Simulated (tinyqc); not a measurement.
UHF in the 3-21g basis, for H2, spin multiplicity 1, step by step. One step of it, computed by the program tinyqc.

Problem. Iteration 3: diagonalisation and new density. Diagonalise F' = X^T F X, C = X C', fill 1 alpha and 1 beta electrons from the bottom; D(s) = C_occ C_occ^T. Each column has its largest component positive (the first on a tie).

extrapolated F(alpha) (hartree), lower triangle:
```
,1H 1s,1H 2s,2H 1s,2H 2s
1H 1s,0.036508
1H 2s,-0.529480,-0.369070
2H 1s,-0.160287,-0.185132,0.544518
2H 2s,-0.295817,-0.249722,-0.130337,-0.045358
```

extrapolated F(beta) (hartree), lower triangle:
```
,1H 1s,1H 2s,2H 1s,2H 2s
1H 1s,0.544518
1H 2s,-0.130337,-0.045358
2H 1s,-0.160287,-0.295817,0.036508
2H 2s,-0.185132,-0.249722,-0.529480,-0.369070
```

X, lower triangle:
```
,1H 1s,1H 2s,2H 1s,2H 2s
1H 1s,1.240328
1H 2s,-0.481277,1.387082
2H 1s,0.026946,0.034141,1.240328
2H 2s,0.034141,-0.362348,-0.481277,1.387082
```

Give: F' = X^T F X; orbital energies; coefficients C; F' = X^T F X; orbital energies; coefficients C; D(alpha) after iteration 3; D(beta) after iteration 3.

Solution.

F' = X^T F X (alpha) (hartree), lower triangle:
```
,1,2,3,4
1,0.580
2,-0.733,0.139
3,-0.011,-0.072,0.971
4,-0.113,-0.171,-0.520,0.341
```

orbital energies (alpha) (hartree): MO1 -0.489, MO2 0.130, MO3 1.122, MO4 1.269

coefficients C (alpha):
```
,MO1,MO2,MO3,MO4
1H 1s,0.337,-0.121,1.262,0.226
1H 2s,0.662,-0.545,-1.246,0.027
2H 1s,0.079,0.180,-0.210,1.300
2H 2s,0.127,0.981,0.448,-1.053
```

F' = X^T F X (beta) (hartree), lower triangle:
```
,1,2,3,4
1,0.971
2,-0.520,0.341
3,-0.011,-0.113,0.580
4,-0.072,-0.171,-0.733,0.139
```

orbital energies (beta) (hartree): MO1 -0.489, MO2 0.130, MO3 1.122, MO4 1.269

coefficients C (beta):
```
,MO1,MO2,MO3,MO4
1H 1s,0.079,0.180,-0.210,1.300
1H 2s,0.127,0.981,0.448,-1.053
2H 1s,0.337,-0.121,1.262,0.226
2H 2s,0.662,-0.545,-1.246,0.027
```

D(alpha) after iteration 3, lower triangle:
```
,1H 1s,1H 2s,2H 1s,2H 2s
1H 1s,0.114
1H 2s,0.223,0.439
2H 1s,0.027,0.052,0.006
2H 2s,0.043,0.084,0.010,0.016
```

D(beta) after iteration 3, lower triangle:
```
,1H 1s,1H 2s,2H 1s,2H 2s
1H 1s,0.006
1H 2s,0.010,0.016
2H 1s,0.027,0.043,0.114
2H 2s,0.052,0.084,0.223,0.439
```
